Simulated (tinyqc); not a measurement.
Inside a calculation. Method: RKS/PBE0 in the sto-3g basis, for H4, spin multiplicity 1. Computed by tinyqc, a small Python program that keeps every step (integrals from PySCF). Settings: charge = 0, multiplicity = 1, basis = sto-3g, energy threshold = 1e-10, iteration cap = 74, orthogonalisation = symmetric, start = core, DIIS depth = 4, DIIS from iteration = 3, method = RKS, functional = pbe0, grid = [10, 86]. Command: `OMP_NUM_THREADS=1 python tinyqc.py 28345 28346 out.jsonl` (the two numbers bound the seeds that draw the settings). One thread of a shared host (Intel(R) Xeon(R) Processor @ 2.60GHz), about 0.4 s of CPU time with the checks. Later iterations appear only in the table of the cycle.

## One-electron integrals

Geometry (angstrom):
```
atom       x       y       z
H     0.0000  0.0000  0.0000
H     0.0000  0.0000  1.1300
H     0.0000  0.0000  2.9740
H     0.0000  0.0000  4.1040
```

Basis sto-3g: exponents (1/bohr^2) and contraction coefficients of normalised primitives:
```
element  l (shell)  exponent  coefficient
H            s (1)    3.4253       0.1543
H            s (1)    0.6239       0.5353
H            s (1)    0.1689       0.4446
```

Overlap, kinetic and nuclear-attraction integrals over the contracted functions; the nuclear repulsion is the sum of Za Zb / Rab.

nuclear repulsion = 1.708380 hartree

overlap S, order 1H 1s, 2H 1s, 3H 1s, 4H 1s:
$$\begin{pmatrix}
1.0000 & 0.4233 & 0.0193 & 0.0014 \\
0.4233 & 1.0000 & 0.1532 & 0.0193 \\
0.0193 & 0.1532 & 1.0000 & 0.4233 \\
0.0014 & 0.0193 & 0.4233 & 1.0000
\end{pmatrix}$$

kinetic energy T (hartree), order 1H 1s, 2H 1s, 3H 1s, 4H 1s:
$$\begin{pmatrix}
0.7600 & 0.0699 & -0.0069 & -0.0010 \\
0.0699 & 0.7600 & -0.0073 & -0.0069 \\
-0.0069 & -0.0073 & 0.7600 & 0.0699 \\
-0.0010 & -0.0069 & 0.0699 & 0.7600
\end{pmatrix}$$

nuclear attraction V (hartree), order 1H 1s, 2H 1s, 3H 1s, 4H 1s:
$$\begin{pmatrix}
-1.9932 & -0.7956 & -0.0312 & -0.0021 \\
-0.7956 & -2.1510 & -0.2587 & -0.0312 \\
-0.0312 & -0.2587 & -2.1510 & -0.7956 \\
-0.0021 & -0.0312 & -0.7956 & -1.9932
\end{pmatrix}$$

core Hamiltonian H = T + V (hartree), order 1H 1s, 2H 1s, 3H 1s, 4H 1s:
$$\begin{pmatrix}
-1.2331 & -0.7257 & -0.0380 & -0.0030 \\
-0.7257 & -1.3909 & -0.2660 & -0.0380 \\
-0.0380 & -0.2660 & -1.3909 & -0.7257 \\
-0.0030 & -0.0380 & -0.7257 & -1.2331
\end{pmatrix}$$

## Two-electron integrals

Functions are numbered as in S; the eight-fold symmetry (ij|kl) = (ji|kl) = (kl|ij) leaves the list below.

Two-electron integrals (ij|kl) in chemists' order, unique and non-zero (hartree):
```
(11|11) 0.7746     (21|11) 0.2534     (21|21) 0.1111     (22|11) 0.4378
(22|21) 0.2534     (22|22) 0.7746     (31|11) 0.0070     (31|21) 0.0036
(31|22) 0.0103     (31|31) 1.72e-04   (32|11) 0.0407     (32|21) 0.0233
(32|22) 0.0748     (32|31) 0.0014     (32|32) 0.0124     (33|11) 0.1779
(33|21) 0.0939     (33|22) 0.2853     (33|31) 0.0070     (33|32) 0.0748
(33|33) 0.7746     (41|11) 3.57e-04   (41|21) 1.97e-04   (41|22) 0.0006
(41|31) 1.13e-05   (41|32) 1.00e-04   (41|33) 0.0006     (41|41) 8.28e-07
(42|11) 0.0040     (42|21) 0.0022     (42|22) 0.0070     (42|31) 1.44e-04
(42|32) 0.0014     (42|33) 0.0103     (42|41) 1.13e-05   (42|42) 1.72e-04
(43|11) 0.0636     (43|21) 0.0323     (43|22) 0.0939     (43|31) 0.0022
(43|32) 0.0233     (43|33) 0.2534     (43|41) 1.97e-04   (43|42) 0.0036
(43|43) 0.1111     (44|11) 0.1289     (44|21) 0.0636     (44|22) 0.1779
(44|31) 0.0040     (44|32) 0.0407     (44|33) 0.4378     (44|41) 3.57e-04
(44|42) 0.0070     (44|43) 0.2534     (44|44) 0.7746
```

## Orthogonalisation

S = U s U^T; symmetric (Loewdin) form X = U s^(-1/2) U^T, so that X^T S X = 1.

eigenvalues of S: [0.5116, 0.6282, 1.3339, 1.5264]

X, order 1H 1s, 2H 1s, 3H 1s, 4H 1s:
$$\begin{pmatrix}
1.0783 & -0.2422 & 0.0193 & -0.0045 \\
-0.2422 & 1.0892 & -0.0919 & 0.0193 \\
0.0193 & -0.0919 & 1.0892 & -0.2422 \\
-0.0045 & 0.0193 & -0.2422 & 1.0783
\end{pmatrix}$$

## Starting guess

The start is the orbitals of the core Hamiltonian; D = 2 C_occ C_occ^T.

D at the start, order 1H 1s, 2H 1s, 3H 1s, 4H 1s:
$$\begin{pmatrix}
0.3416 & 0.6151 & -0.1049 & -0.1143 \\
0.6151 & 1.1411 & 0.0041 & -0.1049 \\
-0.1049 & 0.0041 & 1.1411 & 0.6151 \\
-0.1143 & -0.1049 & 0.6151 & 0.3416
\end{pmatrix}$$

## Iteration 1: exchange-correlation on the grid

Becke grid with 10 radial and 86 angular points per atom, points of zero weight dropped. rho = sum D_ij phi_i phi_j; V_xc,ij = sum w v_xc phi_i phi_j plus the gradient terms; v_xc is d(rho eps)/d rho at fixed gradient. Exact exchange is left to K.

The 16 grid points with the largest w rho, of 3425 (bohr, atomic units):
```
x              y       z       w     rho  |grad rho|^2   eps_xc     v_xc
0.2001   -0.7349  6.3549  0.0820  0.0815        0.0206  -0.2917  -0.3694
-0.2001  -0.7349  6.3549  0.0820  0.0815        0.0206  -0.2917  -0.3694
-0.7349   0.2001  6.3549  0.0820  0.0815        0.0206  -0.2917  -0.3694
-0.7349  -0.2001  6.3549  0.0820  0.0815        0.0206  -0.2917  -0.3694
0.2001    0.7349  6.3549  0.0820  0.0815        0.0206  -0.2917  -0.3694
-0.2001   0.7349  6.3549  0.0820  0.0815        0.0206  -0.2917  -0.3694
0.7349    0.2001  6.3549  0.0820  0.0815        0.0206  -0.2917  -0.3694
0.7349   -0.2001  6.3549  0.0820  0.0815        0.0206  -0.2917  -0.3694
-0.2001   0.7349  1.4005  0.0820  0.0815        0.0206  -0.2917  -0.3694
0.2001    0.7349  1.4005  0.0820  0.0815        0.0206  -0.2917  -0.3694
-0.7349  -0.2001  1.4005  0.0820  0.0815        0.0206  -0.2917  -0.3694
-0.7349   0.2001  1.4005  0.0820  0.0815        0.0206  -0.2917  -0.3694
0.2001   -0.7349  1.4005  0.0820  0.0815        0.0206  -0.2917  -0.3694
-0.2001  -0.7349  1.4005  0.0820  0.0815        0.0206  -0.2917  -0.3694
0.7349   -0.2001  1.4005  0.0820  0.0815        0.0206  -0.2917  -0.3694
0.7349    0.2001  1.4005  0.0820  0.0815        0.0206  -0.2917  -0.3694
```

electrons on the grid, sum of w rho = 3.9956

E_xc = sum of w rho eps_xc = -1.047556 hartree

V_xc (hartree), order 1H 1s, 2H 1s, 3H 1s, 4H 1s:
$$\begin{pmatrix}
-0.2924 & -0.1304 & -0.0048 & -0.0003 \\
-0.1304 & -0.3628 & -0.0400 & -0.0048 \\
-0.0048 & -0.0400 & -0.3628 & -0.1304 \\
-0.0003 & -0.0048 & -0.1304 & -0.2924
\end{pmatrix}$$

## Iteration 1: building the Kohn-Sham matrix

J_ij = sum D_kl (ij|kl), K_ij = sum D_kl (ik|jl); F = H + J - 0.125 K + V_xc; E = tr D H + tr D J / 2 - 0.0625 tr D K + E_xc + E_nn.

Coulomb J (hartree), order 1H 1s, 2H 1s, 3H 1s, 4H 1s:
$$\begin{pmatrix}
1.3992 & 0.6800 & 0.0306 & 0.0021 \\
0.6800 & 1.8439 & 0.2552 & 0.0306 \\
0.0306 & 0.2552 & 1.8439 & 0.6800 \\
0.0021 & 0.0306 & 0.6800 & 1.3992
\end{pmatrix}$$

exchange K (hartree), order 1H 1s, 2H 1s, 3H 1s, 4H 1s:
$$\begin{pmatrix}
0.7018 & 0.7098 & 0.0370 & -0.0174 \\
0.7098 & 1.2433 & 0.1919 & 0.0370 \\
0.0370 & 0.1919 & 1.2433 & 0.7098 \\
-0.0174 & 0.0370 & 0.7098 & 0.7018
\end{pmatrix}$$

Kohn-Sham matrix F (hartree), order 1H 1s, 2H 1s, 3H 1s, 4H 1s:
$$\begin{pmatrix}
-0.2140 & -0.2649 & -0.0169 & 0.0010 \\
-0.2649 & -0.0652 & -0.0748 & -0.0169 \\
-0.0169 & -0.0748 & -0.0652 & -0.2649 \\
0.0010 & -0.0169 & -0.2649 & -0.2140
\end{pmatrix}$$

total energy of this density = -2.030054 hartree

## Iteration 1: diagonalisation and new density

Diagonalise F' = X^T F X, C = X C', fill 2 alpha and 2 beta electrons from the bottom; D = 2 C_occ C_occ^T. Each column has its largest component positive (the first on a tie).

F' = X^T F X (hartree):
$$\begin{pmatrix}
-0.1144 & -0.2549 & 0.0213 & -0.0034 \\
-0.2549 & 0.0636 & -0.0883 & 0.0213 \\
0.0213 & -0.0883 & 0.0636 & -0.2549 \\
-0.0034 & 0.0213 & -0.2549 & -0.1144
\end{pmatrix}$$

orbital energies (hartree): MO1 -0.3094, MO2 -0.2854, MO3 0.1669, MO4 0.3264

coefficients C, order 1H 1s, 2H 1s, 3H 1s, 4H 1s:
$$\begin{pmatrix}
0.4871 & 0.5486 & -0.6034 & -0.5652 \\
0.3254 & 0.2896 & 0.6452 & 0.8049 \\
0.3254 & -0.2896 & 0.6452 & -0.8049 \\
0.4871 & -0.5486 & -0.6034 & 0.5652
\end{pmatrix}$$

D after iteration 1, order 1H 1s, 2H 1s, 3H 1s, 4H 1s:
$$\begin{pmatrix}
1.0765 & 0.6348 & -0.0008 & -0.1274 \\
0.6348 & 0.3795 & 0.0440 & -0.0008 \\
-0.0008 & 0.0440 & 0.3795 & 0.6348 \\
-0.1274 & -0.0008 & 0.6348 & 1.0765
\end{pmatrix}$$

## Iteration 2: exchange-correlation on the grid

As before.

The 16 grid points with the largest w rho, of 3425 (bohr, atomic units):
```
x              y       z       w     rho  |grad rho|^2   eps_xc     v_xc
0.7349   -0.2001  7.0205  0.0817  0.0801        0.0191  -0.2901  -0.3680
-0.7349  -0.2001  7.0205  0.0817  0.0801        0.0191  -0.2901  -0.3680
-0.7349   0.2001  7.0205  0.0817  0.0801        0.0191  -0.2901  -0.3680
0.7349    0.2001  7.0205  0.0817  0.0801        0.0191  -0.2901  -0.3680
0.2001    0.7349  7.0205  0.0817  0.0801        0.0191  -0.2901  -0.3680
-0.2001   0.7349  7.0205  0.0817  0.0801        0.0191  -0.2901  -0.3680
-0.2001  -0.7349  7.0205  0.0817  0.0801        0.0191  -0.2901  -0.3680
0.2001   -0.7349  7.0205  0.0817  0.0801        0.0191  -0.2901  -0.3680
0.7349   -0.2001  0.7349  0.0817  0.0801        0.0191  -0.2901  -0.3680
-0.2001   0.7349  0.7349  0.0817  0.0801        0.0191  -0.2901  -0.3680
0.2001    0.7349  0.7349  0.0817  0.0801        0.0191  -0.2901  -0.3680
-0.7349  -0.2001  0.7349  0.0817  0.0801        0.0191  -0.2901  -0.3680
-0.7349   0.2001  0.7349  0.0817  0.0801        0.0191  -0.2901  -0.3680
0.7349    0.2001  0.7349  0.0817  0.0801        0.0191  -0.2901  -0.3680
-0.2001  -0.7349  0.7349  0.0817  0.0801        0.0191  -0.2901  -0.3680
0.2001   -0.7349  0.7349  0.0817  0.0801        0.0191  -0.2901  -0.3680
```

electrons on the grid, sum of w rho = 3.9965

E_xc = sum of w rho eps_xc = -1.035615 hartree

V_xc (hartree), order 1H 1s, 2H 1s, 3H 1s, 4H 1s:
$$\begin{pmatrix}
-0.3571 & -0.1308 & -0.0041 & -0.0002 \\
-0.1308 & -0.2997 & -0.0316 & -0.0041 \\
-0.0041 & -0.0316 & -0.2997 & -0.1308 \\
-0.0002 & -0.0041 & -0.1308 & -0.3571
\end{pmatrix}$$

## Iteration 2: building the Kohn-Sham matrix

As before.

Coulomb J (hartree), order 1H 1s, 2H 1s, 3H 1s, 4H 1s:
$$\begin{pmatrix}
1.6123 & 0.6572 & 0.0259 & 0.0017 \\
0.6572 & 1.5124 & 0.2045 & 0.0259 \\
0.0259 & 0.2045 & 1.5124 & 0.6572 \\
0.0017 & 0.0259 & 0.6572 & 1.6123
\end{pmatrix}$$

exchange K (hartree), order 1H 1s, 2H 1s, 3H 1s, 4H 1s:
$$\begin{pmatrix}
1.1980 & 0.7190 & 0.0450 & -0.0073 \\
0.7190 & 0.7479 & 0.1159 & 0.0450 \\
0.0450 & 0.1159 & 0.7479 & 0.7190 \\
-0.0073 & 0.0450 & 0.7190 & 1.1980
\end{pmatrix}$$

Kohn-Sham matrix F (hartree), order 1H 1s, 2H 1s, 3H 1s, 4H 1s:
$$\begin{pmatrix}
-0.1278 & -0.2892 & -0.0218 & -0.0006 \\
-0.2892 & -0.2717 & -0.1077 & -0.0218 \\
-0.0218 & -0.1077 & -0.2717 & -0.2892 \\
-0.0006 & -0.0218 & -0.2892 & -0.1278
\end{pmatrix}$$

total energy of this density = -2.062003 hartree

## Iteration 2: diagonalisation and new density

As before.

F' = X^T F X (hartree):
$$\begin{pmatrix}
-0.0134 & -0.2535 & 0.0201 & -0.0046 \\
-0.2535 & -0.1590 & -0.0866 & 0.0201 \\
0.0201 & -0.0866 & -0.1590 & -0.2535 \\
-0.0046 & 0.0201 & -0.2535 & -0.0134
\end{pmatrix}$$

orbital energies (hartree): MO1 -0.3914, MO2 -0.3160, MO3 0.1279, MO4 0.2348

coefficients C, order 1H 1s, 2H 1s, 3H 1s, 4H 1s:
$$\begin{pmatrix}
0.2688 & 0.3711 & 0.7274 & 0.6948 \\
0.5145 & 0.5007 & -0.5075 & -0.6935 \\
0.5145 & -0.5007 & -0.5075 & 0.6935 \\
0.2688 & -0.3711 & 0.7274 & -0.6948
\end{pmatrix}$$

D after iteration 2, order 1H 1s, 2H 1s, 3H 1s, 4H 1s:
$$\begin{pmatrix}
0.4200 & 0.6482 & -0.0950 & -0.1309 \\
0.6482 & 1.0308 & 0.0279 & -0.0950 \\
-0.0950 & 0.0279 & 1.0308 & 0.6482 \\
-0.1309 & -0.0950 & 0.6482 & 0.4200
\end{pmatrix}$$

## Iteration 9 (converged): orbitals

converged F (hartree), order 1H 1s, 2H 1s, 3H 1s, 4H 1s:
$$\begin{pmatrix}
-0.1746 & -0.2820 & -0.0200 & 0.0004 \\
-0.2820 & -0.1819 & -0.0943 & -0.0200 \\
-0.0200 & -0.0943 & -0.1819 & -0.2820 \\
0.0004 & -0.0200 & -0.2820 & -0.1746
\end{pmatrix}$$

As before.

F' = X^T F X (hartree):
$$\begin{pmatrix}
-0.0664 & -0.2558 & 0.0205 & -0.0036 \\
-0.2558 & -0.0607 & -0.0884 & 0.0205 \\
0.0205 & -0.0884 & -0.0607 & -0.2558 \\
-0.0036 & 0.0205 & -0.2558 & -0.0664
\end{pmatrix}$$

orbital energies (hartree): MO1 -0.3482, MO2 -0.2976, MO3 0.1291, MO4 0.2624

coefficients C, order 1H 1s, 2H 1s, 3H 1s, 4H 1s:
$$\begin{pmatrix}
0.3700 & 0.4638 & 0.6815 & -0.6367 \\
0.4367 & 0.3998 & -0.5758 & 0.7562 \\
0.4367 & -0.3998 & -0.5758 & -0.7562 \\
0.3700 & -0.4638 & 0.6815 & 0.6367
\end{pmatrix}$$

D after iteration 9, order 1H 1s, 2H 1s, 3H 1s, 4H 1s:
$$\begin{pmatrix}
0.7039 & 0.6940 & -0.0477 & -0.1563 \\
0.6940 & 0.7011 & 0.0616 & -0.0477 \\
-0.0477 & 0.0616 & 0.7011 & 0.6940 \\
-0.1563 & -0.0477 & 0.6940 & 0.7039
\end{pmatrix}$$

## Convergence

Stop when the energy changes by less than 1e-10 hartree and every element of the error matrix X^T (F D S - S D F) X is below 3e-06.

Course of the cycle:
```
iteration  E (hartree)     change  largest element of the error matrix
1            -2.030054          -                             3.46e-01
2            -2.062003  -3.19e-02                             3.03e-01
3            -2.085262  -2.33e-02                             2.70e-01
4            -2.101332  -1.61e-02                             2.41e-01
5            -2.162746  -6.14e-02                             4.94e-04
6            -2.162747  -6.34e-07                             3.44e-05
7            -2.162747  -2.25e-09                             1.76e-05
8            -2.162747  -7.94e-10                             1.05e-07
9            -2.162747  -1.29e-14                             2.32e-12
```

PySCF RKS in the same basis, fine grid = -2.163586 hartree

Converged in 9 iterations. The coarse grid moves the energy by +8.39e-04 hartree.

## Populations, bond orders and dipole

Mulliken: Z minus the diagonal of D S on the atom; Loewdin: the same with S^(1/2) D S^(1/2); Mayer order: 2 sum_s sum (D(s) S)_ij (D(s) S)_ji over the two atoms.

Charges (e):
```
atom  Mulliken  Loewdin
1H      0.0034   0.0022
2H     -0.0034  -0.0022
3H     -0.0034  -0.0022
4H      0.0034   0.0022
```

Mayer bond orders:
```
pair      order
2-1      0.9737
3-1   -4.30e-05
3-2      0.0263
4-1      0.0263
4-2   -4.30e-05
4-3      0.9737
```

dipole moment about the origin, x y z (debye): [0.0000, 0.0000, 0.0000]
